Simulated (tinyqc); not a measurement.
# Which input was changed?

Model: non-radiative capture by multiphonon emission, one effective mode. Computed by tinyqc, a small Python program. Command: `OMP_NUM_THREADS=1 python tinyqc.py 3023482 3023483 out.jsonl capture which`. One thread of a shared host (Intel(R) Xeon(R) Processor @ 2.30GHz), about 0.3 s of CPU time with the checks.

The initial state (free carrier plus empty centre) lies dE above the final state; both have the same frequency and are displaced by dQ.

Inputs (values chosen for the exercise, with mass, screening and phonons like those of beta-Ga2O3):
```
quantity,value,unit
energy released dE,0.26,eV
phonon energy hbar omega,33.1,meV
Huang-Rhys factor S,0.887,-
electron-phonon coupling W,0.0071,eV/(u^(1/2) angstrom)
cell volume V,2470,angstrom^3
degeneracy g,1,-
broadening b,25,meV
carrier mass m,0.287,m_0
dielectric constant eps,9.85,-
temperature T,77,K
defect density N_t,5e+15,cm^-3
```

Centre: attractive.

Constants: hbar^2/u = 4.18015928e-03 eV angstrom^2; k_B = 8.617333262e-05 eV/K; hbar = 6.582119569e-16 eV s; Ry = 13.605693123 eV; k_B = 1.380649e-23 J/K; m_0 = 9.1093837015e-31 kg.

Method:
- dQ = sqrt(2 S (hbar^2/u)/hbar omega); relaxation energy lambda = S hbar omega; phonons needed P = dE/hbar omega; classical barrier E_b = (dE - lambda)^2/(4 lambda); occupation n = 1/(exp(hbar omega/k_B T) - 1).
- Huang-Rhys weight for a net emission of p phonons: L_p = exp(-S (2n + 1)) ((n + 1)/n)^(p/2) I_p(2 S sqrt(n (n + 1))), I_p the modified Bessel function.
- M_p = sum_m w_m <m_i|Q|(m + p)_f>^2 with Q counted from the final minimum and Boltzmann weights w_m for m = 0..24; <m_i|Q|k_f> = sqrt((hbar^2/u)/(2 hbar omega)) [sqrt(k) <m|k-1> + sqrt(k+1) <m|k+1>], with overlaps of oscillators displaced by d = sqrt(2 S) summed on 1500 points from -16 to 16 + d.
- The delta function is a Gaussian of standard deviation b at dE - p hbar omega.
- C_0 = V (2 pi/hbar) g W^2 sum_p M_p Gaussian_p. The sum runs over the seven p from round(P) - 3 to round(P) + 3; 1 angstrom^3 = 1e-24 cm^3.
- Sommerfeld factor of an attractive centre: s(k) = 2 pi nu/(1 - exp(-2 pi nu)), nu = sqrt(Ry*/E), Ry* = Ry m/eps^2, averaged over (2/sqrt(pi)) sqrt(x) exp(-x) dx with x = E/k_B T = t^2 (trapezoid, t to 6 in steps of 0.01).
- C = s C_0; v = sqrt(3 k_B T/m); sigma = C/v; tau = 1/(C N_t).

Problem. One of these inputs alone was changed, within the range given: energy released dE (0.13 to 0.52); Huang-Rhys factor S (0.4435 to 1.774); electron-phonon coupling W (0.00355 to 0.0142); carrier mass m (0.1435 to 0.574). Which one, and to what value?

Results:
```
run,capture time (s),cross-section sigma (cm^2),classical barrier E_b (eV)
before,3.771456e-06,4.801299e-18,0.4529589
after,5.281086e-06,3.428819e-18,0.4529589
```

Solution.

Each candidate set to reproduce capture time, and what it then gives:
```
candidate,range searched,value needed,cross-section sigma (cm^2),classical barrier E_b (eV)
energy released dE (eV),0.13 to 0.52,0.2660,3.4288e-18,0.47694
Huang-Rhys factor S,0.4435 to 1.774,0.8309,3.4288e-18,0.49138
electron-phonon coupling W (eV/(u^(1/2) angstrom)),0.00355 to 0.0142,0.006000,3.4288e-18,0.45296
carrier mass m (m_0),0.1435 to 0.574,0.1463,2.4480e-18,0.45296
```

Only electron-phonon coupling W fits every result: it went from 0.0071 to 0.00600 eV/(u^(1/2) angstrom). The next best candidate, energy released dE, misses one result by 5.3 %.

Caution: the largest term is not the one nearest energy conservation, so C_0 depends strongly on the broadening b.
